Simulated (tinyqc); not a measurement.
Electron mobility in a silicon inversion layer, empirical terms and Matthiessen rule: effect of the body doping.

Inversion layer of sheet density Ns on a uniformly doped body. The mobility terms are empirical power laws with prefactors chosen for the exercise; adding their inverses (Matthiessen) is itself an approximation.

ni = sqrt(Nc Nv) exp(-Eg/(2 Vt)), Eg in volts; Ndep = sqrt(2 eps0 eps_r Nb (2 Vt ln(Nb/ni) + Vsb)/q); E = q (Ndep + eta Ns)/(eps0 eps_r), in MV/cm. With t = T/(300 K): muC = Ac (Ns/1e12 cm^-2) t/(Nb/1e17 cm^-3 + Nit/1e11 cm^-2), muP = Ap E^(-1/3) t^(-1.75), muS = As E^(-gs); 1/mu is the sum of the inverses.

Values chosen for this exercise; material values close to those of silicon: temperature T = 250 K; band gap Eg = 1.1 eV; relative permittivity of the semiconductor eps_r = 11.8; conduction-band density of states at T Nc = 2.11e19 cm^-3; valence-band density of states at T Nv = 1.99e19 cm^-3; reverse body bias Vsb = 0 V; weight of the inversion charge in the effective field eta = 0.5; phonon-limited mobility at 1 MV/cm and 300 K Ap = 425 cm^2/(V s); roughness-limited mobility at 1 MV/cm As = 1250 cm^2/(V s); exponent of the roughness term gs = 2; Coulomb prefactor Ac = 4000 cm^2/(V s); charge at the interface Nit = 1.5e10 cm^-2; inversion density Ns = 9.6e12 cm^-2.

Constants: q = 1.602176634e-19 C, kB = 1.380649e-23 J/K, Vt = kB T/q, eps0 = 8.8541878128e-14 F/cm where lengths are in cm. Results are converted to the units shown.

Effect of the body doping:
```
Nb (cm^-3)  E (MV/cm)  muC (cm^2/(V s))  muP (cm^2/(V s))  muS (cm^2/(V s))  mu (cm^2/(V s))
2e16           0.8062           9.143e4             628.3              1923            471.1
4.4e16         0.8422           5.424e4             619.2              1762            454.3
9.7e16         0.8969           2.857e4             606.3              1554            429.6
2.1e17         0.9772           1.422e4             589.2              1309            395.1
4.7e17          1.104              6598             565.8              1026            345.6
1e18            1.281              3153             538.3             761.2            286.7
2.3e18          1.578              1382             502.2             501.8            212.4
5e18            1.998             638.1             464.2             313.0            144.6
```

As Nb goes from 2e16 to 5e18 cm^-3, E rises from 0.806 to 2.00 MV/cm and mu falls from 471 to 145 cm^2/(V s). The smallest term is the phonon one in the first row and the roughness one in the last. For Nb = 2.3e18 to 5e18 cm^-3 E passes 1.5 MV/cm, beyond the usual range of such laws.

Computed by the program tinyqc: `OMP_NUM_THREADS=1 python tinyqc.py 2510095 2510096 out.jsonl`, one thread of a shared Intel Xeon 2.30GHz, about 0.01 s for the whole run.
